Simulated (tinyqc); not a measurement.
Inside a calculation. Method: one-electron ion in a basis of Gaussians. One step of it, computed by the program tinyqc.

Task: Generalised eigenproblem. Solve H C = S C e through S^(-1/2); each column has its largest component positive (the first on a tie).

H = T + V (hartree):
```
           1          2          3          4          5          6          7
1  -0.039888  -0.036243  -0.022101  -0.010228  -0.004013  -0.001442  -0.000496
2  -0.036243  -0.049971  -0.044128  -0.028429  -0.014083  -0.005799  -0.002148
3  -0.022101  -0.044128  -0.047841  -0.038343  -0.029487  -0.017352  -0.007905
4  -0.010228  -0.028429  -0.038343  -0.000750   0.014971  -0.009541  -0.015740
5  -0.004013  -0.014083  -0.029487   0.014971   0.179850   0.206561   0.074492
6  -0.001442  -0.005799  -0.017352  -0.009541   0.206561   0.723721   0.770765
7  -0.000496  -0.002148  -0.007905  -0.015740   0.074492   0.770765   2.212838
```

S:
```
          1         2         3         4         5         6         7
1  1.000000  0.712870  0.288318  0.082230  0.019694  0.004362  0.000935
2  0.712870  1.000000  0.712950  0.288255  0.082218  0.019691  0.004362
3  0.288318  0.712950  1.000000  0.712779  0.288164  0.082188  0.019690
4  0.082230  0.288255  0.712779  1.000000  0.712818  0.288196  0.082223
5  0.019694  0.082218  0.288164  0.712818  1.000000  0.712825  0.288270
6  0.004362  0.019691  0.082188  0.288196  0.712825  1.000000  0.712926
7  0.000935  0.004362  0.019690  0.082223  0.288270  0.712926  1.000000
```

Give: eigenvalues of S; eigenvalues; coefficients.

Result:

eigenvalues of S: 0.0342  0.0957  0.2502  0.5794  1.1715  2.0162  2.8530

eigenvalues (hartree): -0.0556  -0.0311  -0.0049  0.0908  0.3853  1.2132  3.5229

coefficients:
```
        1        2        3        4        5        6        7
1  0.0830   1.1346  -1.1171   0.4717  -0.2104   0.1032  -0.0522
2  0.5497  -0.3133   2.0475  -1.3428   0.6376  -0.3113   0.1564
3  0.4104  -0.3683  -1.3184   2.1761  -1.3106   0.6571  -0.3271
4  0.1037  -0.0915  -0.0416  -1.8118   2.0928  -1.2320   0.6196
5  0.0199  -0.0161  -0.0766   0.1894  -1.9628   1.9709  -1.1188
6  0.0025  -0.0022   0.0086  -0.0900   0.2933  -1.9316   1.7596
7  0.0006  -0.0004  -0.0036   0.0143  -0.0745   0.2371  -1.6615
```

For Z = 1 and l = 2 the exact lowest level is -Z^2/(2 n^2) with n = l + 1: -0.055556 hartree.
